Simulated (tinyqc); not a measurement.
Binary melting diagram from solution models of liquid and solid: one step, computed by the program tinyqc.

x is the fraction of B. In a phase with interaction L: mu_A = G_A + R T ln(1 - x) + L x^2, mu_B = G_B + R T ln x + L (1 - x)^2. Melting: G(liquid) - G(solid) = H (1 - T/T_m) for each pure component.

Question. Dilute B in A: partition coefficient and slope. At T_A, k0 = exp[(dG_B(T_A) + L_L - L_S)/(R T_A)]; van 't Hoff: m_L = -R T_A^2 (1 - k0)/H_A per unit fraction. Burton-Prim-Slichter: k_eff = k0/[k0 + (1 - k0) exp(-V delta/D)]. Freezing range of c0: |m_L| c0 |1 - k0|/k0.

Inputs (values chosen for the exercise, for a model alloy):
```
quantity                  value    unit
melting point T_A          1620       K
melting point T_B          1325       K
heat of melting H_A        17.3  kJ/mol
heat of melting H_B        15.2  kJ/mol
liquid interaction L_L      1.4  kJ/mol
solid interaction L_S      0.21  kJ/mol
dilute content c0 of B   0.0015       -
growth number V delta/D    0.66       -
```

Diagram: complete solid solution (lens).

Constants: R = 8.314462618 J/(mol K).

Give: partition coefficient k0; liquidus slope m_L; effective coefficient k_eff; freezing range.

Answer.

partition coefficient k0 = 0.8497

liquidus slope m_L = -189.6 K

effective coefficient k_eff = 0.9162

freezing range = 0.05032 K

k0 < 1: the solid rejects B and B lowers the melting point. Faster growth moves k_eff towards 1.
